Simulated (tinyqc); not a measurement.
Deep trap from a strong local potential in a two-band host (Koster-Slater model with semi-elliptic bands). From one set of inputs to another, one input at a time. Computed by tinyqc, a small Python program. Command: `OMP_NUM_THREADS=1 python tinyqc.py 3016915 3016916 out.jsonl deeptrap ladder`. One thread of a shared host (Intel(R) Xeon(R) Processor @ 2.30GHz), about 0.03 s of CPU time with the checks.

The valence band spans -2 W_v to 0 and the conduction band E_g to E_g + 2 W_c. The orbital at the impurity site has weight f_v in the valence band and 1 - f_v in the conduction band, each spread as a semi-ellipse (2/(pi W^2)) sqrt(W^2 - x^2) about the band centre. The impurity adds U to this orbital. Spin is left out.

The inputs printed are set A. Inputs not listed in the table keep their values of set A, so the rows need not describe a real material.

Inputs (values chosen for the exercise, with a gap close to that of diamond):
```
quantity                                value  unit
gap E_g                                  5.51    eV
half-width of the valence band W_v        4.3    eV
half-width of the conduction band W_c     4.9    eV
valence weight f_v of the site orbital   0.47     -
impurity potential U                    -15.1    eV
```

Impurity: attractive, donor-like.

Method:
- In the gap G(E) = f_v (2/W_v^2)[x - sqrt(x^2 - W_v^2)] - (1 - f_v)(2/W_c^2)[y - sqrt(y^2 - W_c^2)], x = E + W_v, y = E_g + W_c - E.
- G falls across the gap from G(0) to G(E_g). A repulsive U binds if U > 1/G(0), an attractive one if U < 1/G(E_g); the vacancy level (U infinite) solves G(E) = 0 (bisection).
- The trap level solves G(E) = 1/U (bisection). With D = -dG/dE = D_v + D_c, D_v = f_v (2/W_v^2)[x/sqrt(x^2 - W_v^2) - 1] and D_c = (1 - f_v)(2/W_c^2)[y/sqrt(y^2 - W_c^2) - 1], the weight on the impurity orbital is 1/(U^2 D) and the conduction-band character is D_c/D.

Each row keeps all changes above it:
```
input moved                                  from     to  weight on the impurity orbital  vacancy level (eV)  conduction-band character
set A                                           -      -                          0.0910               2.605                     0.8534
valence weight f_v of the site orbital       0.47   0.45                          0.0992               2.376                     0.8406
half-width of the valence band W_v (eV)       4.3    3.3                          0.0881               2.741                     0.8357
half-width of the conduction band W_c (eV)    4.9    3.5                          0.0927               2.312                     0.7934
impurity potential U (eV)                   -15.1  -7.01                          0.1617               2.312                     0.9431
gap E_g (eV)                                 5.51   3.45                          0.1152               1.404                     0.9250
```

Where does the difference come from?

Weight on the impurity orbital goes from 0.0910 to 0.115, a factor 1.27 in all. The largest single move comes from impurity potential U (a factor 1.74), and gap E_g works against it (a factor 0.712). Vacancy level goes from 2.61 to 1.40, a factor 0.539 in all. The largest single move comes from gap E_g (a factor 0.607), and half-width of the valence band W_v works against it (a factor 1.15). Conduction-band character goes from 0.853 to 0.925, a factor 1.08 in all. The largest single move comes from impurity potential U (a factor 1.19), and half-width of the conduction band W_c works against it (a factor 0.949). The single moves hold for this order of the switches; the total does not depend on the order.

Extremes, crossings and ranges named in words are read from the listed rows.
